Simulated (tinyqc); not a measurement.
Deep level with several charge states, and Shockley-Read-Hall recombination: one step. Emission and generation in a depleted region. Two cases, with inputs chosen for the exercise.

Task: With n = p = 0 the level generates pairs at G = Nt en ep/(en + ep); generation lifetime tg = ni/G; current density e G W for a width W = 1 micrometre, e = 1.602176634e-19 C.

One level at Et with degeneracy 1: tn = 1/(sn vth Nt), tp = 1/(sp_ vth Nt), n1 = Nc exp((Et - Eg)/kT), p1 = Nv exp(-Et/kT), ni^2 = n1 p1. Equilibrium p0 = Nm, n0 = ni^2/Nm; n = n0 + dn, p = p0 + dn. U = (n p - ni^2)/(tp (n + n1) + tn (p + p1)), lifetime dn/U; emission rates en = sn vth n1, ep = sp_ vth p1.

Constants: kB = 8.617333262e-05 eV/K.

Case 1.

Values chosen (gap and densities of states near those of GaAs at this temperature; not measured data): Eg = 1.397 eV (gap); Nc = 5.48e+17 1/cm^3 (conduction-band density of states); Nv = 1.18e+19 1/cm^3 (valence-band density of states); T = 350 K; Et = 0.873 eV (recombination level above Ev); Nt = 2.4e+16 1/cm^3 (defects); sn = 1.9e-15 cm^2 (electron capture cross-section); sp_ = 3.5e-14 cm^2 (hole capture cross-section); vth = 17000000 cm/s (thermal velocity, both carriers).

Case 2.

Values chosen (gap and densities of states near those of GaAs at this temperature; not measured data): Eg = 1.399 eV (gap); Nc = 3.99e+17 1/cm^3 (conduction-band density of states); Nv = 9.69e+18 1/cm^3 (valence-band density of states); T = 300 K; Et = 1.139 eV (recombination level above Ev); Nt = 2.7e+15 1/cm^3 (defects); sn = 1.1e-15 cm^2 (electron capture cross-section); sp_ = 2.5e-15 cm^2 (hole capture cross-section); vth = 23000000 cm/s (thermal velocity, both carriers).

Give: en, ep; G; tg; current density.

Result:

Case 1.

en, ep (1/s): [504, 1.89]

G = 4.51e+16 1/(cm^3 s)
tg = 0.00493 microsecond
current density = 7.23e-07 A/cm^2

The slower step, hole emission, limits the rate: en/ep = 267.

Case 2.

en, ep (1/s): [4.33e+05, 4.09e-08]

G = 1.10e+08 1/(cm^3 s)
tg = 3.16e+04 microsecond
current density = 1.77e-15 A/cm^2

The slower step, hole emission, limits the rate: en/ep = 1.06e+13.

Computed by tinyqc, one run a case: `OMP_NUM_THREADS=1 python tinyqc.py N N+1 out.jsonl` with N = 1681396, 1682202; one thread of a shared Intel(R) Xeon(R) Processor @ 2.30GHz, about 0.01 s a run at most.
